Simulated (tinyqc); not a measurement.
# Potential step from the flux

Problem. On one interval J = (q mu Vt/hx) [nb B(d) - na B(-d)], B(d) = d/(exp(d) - 1), d = (psi_b - psi_a)/Vt. Find psi_b - psi_a, and the step at which J would vanish.

Values chosen for this exercise:
```
symbol   value        unit                    meaning
T          450           K                temperature
mu        1340  cm^2/(V s)          electron mobility
na      1.3e15       cm^-3   density at the left node
nb      1.8e15       cm^-3  density at the right node
hx         150          nm               node spacing
```

Constants: q = 1.602176634e-19 C, kB = 1.380649e-23 J/K, Vt = kB T/q. Results are converted to the units shown.

J = -711.18721 A/cm^2

Answer. B(d) falls and B(-d) rises with d, so J falls steadily with the step and one value matches. J = 0 needs nb/na = exp(d), the Boltzmann ratio.

psi_b - psi_a = 0.04600 V
step for J = 0 = 0.01262 V

Computed by the program tinyqc: `OMP_NUM_THREADS=1 python tinyqc.py 2220066 2220067 out.jsonl`, one thread of a shared Intel Xeon 2.30GHz, about 0.01 s for the whole run.
